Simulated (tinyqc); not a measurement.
## Depletion-mode phase shifter in a rib waveguide and its Mach-Zehnder modulator: effect of the acceptor density

A lateral p-n junction at x0 in a waveguide whose mode intensity is a Gaussian of rms width s about x = 0; p side at smaller x. Reverse bias removes carriers and raises the index. Abrupt junction, doping uniform over the whole mode, lumped electrode (no travelling-wave effects).

Free-carrier changes (empirical, N and P in cm^-3): |dn| = 8.5e-18 P^0.8 for holes, 8.8e-22 N for electrons; absorption 6e-18 P and 8.5e-18 N in 1/cm. W = sqrt(2 eps0 eps_r (Vb + V)(1/Na + 1/Nd)/q); edges xp = x0 - W Nd/(Na + Nd), xn = x0 + W Na/(Na + Nd); F(x) = [1 + erf(x/(sqrt(2) s))]/2. dneff = G {dn_h [F(xp(0)) - F(xp(V))] + dn_e [F(xn(V)) - F(xn(0))]}; VpiL = lam V/(2 dneff); loss = a0 + 4.343 G {a_h F(xp) + a_e [1 - F(xn)]} dB/cm at V; C = eps0 eps_r hr/W + Cf; fRC = 1/(2 pi Rs C).

Inputs (values chosen for the exercise); values close to those of silicon near 1550 nm:
```
symbol   value    unit                                     meaning
lam       1550      nm                                  wavelength
eps_r     11.7          relative permittivity of the semiconductor
Nd      1.5e18   cm^-3                               donor density
Vb        0.87       V                            built-in voltage
s          150      nm     rms width of the lateral mode intensity
x0          60      nm          junction offset towards the n side
G         0.96                     vertical confinement times ng/n
hr         310      nm                                  rib height
Cf          54    pF/m                          fringe capacitance
Rs         9.5  ohm mm                           series resistance
V            1       V                                reverse bias
a0           1   dB/cm                                passive loss
```

Constants: q = 1.602176634e-19 C, eps0 = 8.8541878128e-14 F/cm where lengths are in cm. Results are converted to the units shown.

Effect of the acceptor density:

| Na (cm^-3) | dneff | VpiL (V cm) | loss (dB/cm) | VpiL x loss (V dB) | C (pF/m) | fRC (GHz) |
|---|---|---|---|---|---|---|
| 5e16 | 3.1464e-5 | 2.4631 | 18.571 | 45.744 | 197.65 | 84.761 |
| 9.4e16 | 4.5672e-5 | 1.6969 | 18.678 | 31.694 | 248.23 | 67.491 |
| 1.7e17 | 5.8363e-5 | 1.3279 | 19.214 | 25.515 | 309.19 | 54.184 |
| 3.3e17 | 7.1389e-5 | 1.0856 | 20.891 | 22.679 | 393.65 | 42.559 |
| 6.1e17 | 8.1792e-5 | 0.94752 | 24.499 | 23.213 | 484.05 | 34.610 |
| 1.1e18 | 8.9372e-5 | 0.86716 | 31.577 | 27.382 | 574.24 | 29.174 |
| 2.1e18 | 9.4028e-5 | 0.82422 | 47.033 | 38.765 | 664.88 | 25.197 |
| 4e18 | 9.4712e-5 | 0.81827 | 77.460 | 63.383 | 736.09 | 22.760 |

As Na goes from 5e16 to 4e18 cm^-3, VpiL falls from 2.46 to 0.818 V cm, the loss rises from 18.6 to 77.5 dB/cm, their product goes from 45.7 through a minimum of 22.7 (at Na = 3.3e17 cm^-3 among the rows listed) to 63.4 V dB and fRC falls from 84.8 to 22.8 GHz. Rs is held fixed, though in a real device it falls with doping. For Na = 2.1e18 to 4e18 cm^-3 the peak field passes 0.7 MV/cm, near breakdown of such junctions.

Numbers from tinyqc (`OMP_NUM_THREADS=1 python tinyqc.py 2650116 2650117 out.jsonl`; about 0.01 s on one thread of a shared Intel Xeon 2.30GHz).
